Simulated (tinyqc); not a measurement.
# Nanowire ballistic transistor, top-of-the-barrier model, step by step

Numbers from tinyqc (`OMP_NUM_THREADS=1 python tinyqc.py 2400075 2400076 out.jsonl`; about 0.05 s on one thread of a shared Intel Xeon 2.30GHz). Printed values are rounded.

At the top of the source barrier, states moving towards the drain are filled by the source (Fermi level 0) and states moving back by the drain (Fermi level -q Vd); nothing scatters. U is the shift of the band edge there, set by the capacitances CG, CD and CS (the total) and by the charge. Parabolic one-dimensional subbands; the source is grounded.

Parameters, values chosen for the exercise; mass and valleys close to those of gallium nitride:

| symbol | value | unit | meaning |
|---|---|---|---|
| T | 300 | K | temperature |
| m | 0.191 | m0 | effective mass |
| gv | 1 |  | valley degeneracy |
| eox | 22 |  | relative permittivity of the gate insulator |
| tox | 1.4 | nm | insulator thickness |
| d | 3 | nm | wire diameter |
| dE | 0.09 | eV | offset of a second subband (0: none) |
| aG | 0.9 |  | gate control CG/CS |
| aD | 0.05 |  | drain control CD/CS |
| E0 | 0.25 | eV | band edge at the barrier top above the source Fermi level at zero bias |
| Vg | 0.6 | V | gate voltage |
| Vd | 0.6 | V | drain voltage |

Constants: q = 1.602176634e-19 C, kB = 1.380649e-23 J/K, hbar = 1.054571817e-34 J s, h = 6.62607015e-34 J s, m0 = 9.1093837015e-31 kg, Vt = kB T/q, eps0 = 8.8541878128e-14 F/cm where lengths are in cm. Results are converted to the units shown.

## Density of states, capacitances and charge at zero bias

N0 = gv sqrt(2 m kB T/pi)/hbar, CG = 2 pi eps0 eox/ln(1 + 2 tox/d), CS = CG/aG, n0 = n at U = 0 and Vd = 0. eta1 = -(E0 + U)/Vt, eta2 = eta1 - Vd/Vt, n = (N0/2)[F_(-1/2)(eta1) + F_(-1/2)(eta2)], F_(-1/2)(x) = (1/sqrt(pi)) int_0^infinity u^(-1/2)/(1 + exp(u - x)) du. Each F is summed over the two subbands, F(eta) + F(eta - dE/Vt), which share the mass. UL = -(aG Vg + aD Vd).

N0 = 2.03108e6 cm^-1
CG = 18.5654 pF/cm
CS = 20.6282 pF/cm
n0 = 132.146 cm^-1
UL = -0.57 eV

## Iteration 1: self-consistent potential at the barrier top

U at the start (U = UL) = -0.57 eV

eta1 = -(E0 + U)/Vt, eta2 = eta1 - Vd/Vt, n = (N0/2)[F_(-1/2)(eta1) + F_(-1/2)(eta2)], F_(-1/2)(x) = (1/sqrt(pi)) int_0^infinity u^(-1/2)/(1 + exp(u - x)) du. Each F is summed over the two subbands, F(eta) + F(eta - dE/Vt), which share the mass. U(out) = UL + q (n - n0)/CS. U(new) = U(out).

eta1 = 12.3782
eta2 = -10.8309
n = 7.41941e6 cm^-1
U(out) = -0.512375 eV
U after iteration 1 = -0.512375 eV

## Iteration 2: self-consistent potential at the barrier top

As before.

eta1 = 10.1491
eta2 = -13.0599
n = 6.56314e6 cm^-1
U(out) = -0.519026 eV
U after iteration 2 = -0.519026 eV

## Course of the iteration: self-consistent potential at the barrier top

Stop when U changes by less than 1e-9 eV, or after 90 iterations.

Course of the iteration:

| iteration | U (eV) | \|change\| (eV) |
|---|---|---|
| 1 | -0.512375 | 0.0576 |
| 2 | -0.519026 | 6.65e-3 |
| 3 | -0.518209 | 8.16e-4 |
| 4 | -0.518309 | 9.94e-5 |
| 5 | -0.518297 | 1.21e-5 |
| 6 | -0.518298 | 1.48e-6 |
| 7 | -0.518298 | 1.80e-7 |
| 8 | -0.518298 | 2.19e-8 |
| 9 | -0.518298 | 2.67e-9 |
| 10 | -0.518298 | 3.26e-10 |

Converged in 10 iterations. At the end each change is about 0.12 times the one before, with alternating sign: linear convergence.

## Current, mean velocity and share of the gate voltage

converged U = -0.518298 eV

N0 = gv sqrt(2 m kB T/pi)/hbar, CG = 2 pi eps0 eox/ln(1 + 2 tox/d), CS = CG/aG, n0 = n at U = 0 and Vd = 0. eta1 = -(E0 + U)/Vt, eta2 = eta1 - Vd/Vt, n = (N0/2)[F_(-1/2)(eta1) + F_(-1/2)(eta2)], F_(-1/2)(x) = (1/sqrt(pi)) int_0^infinity u^(-1/2)/(1 + exp(u - x)) du. Each F is summed over the two subbands, F(eta) + F(eta - dE/Vt), which share the mass. I = gv (2 q^2/h) Vt [ln(1 + exp eta1) - ln(1 + exp eta2)], summed over both subbands. Mean velocity I/(q n). CQ = (q/Vt) dn/d(eta1); the band edge follows the gate as -dU/dVg = aG/(1 + CQ/CS).

eta1 = 10.3782
n = 6.65683e6 cm^-1
I = 34.6047 uA
mean velocity = 3.24457e7 cm/s
CQ = 2.51429 pF/cm
-dU/dVg = 0.802220 eV/V

The carriers from the source are degenerate (eta1 = 10.4), and the mean velocity is 2.64 times vT = sqrt(2 kB T/(pi m)) = 1.23e7 cm/s.
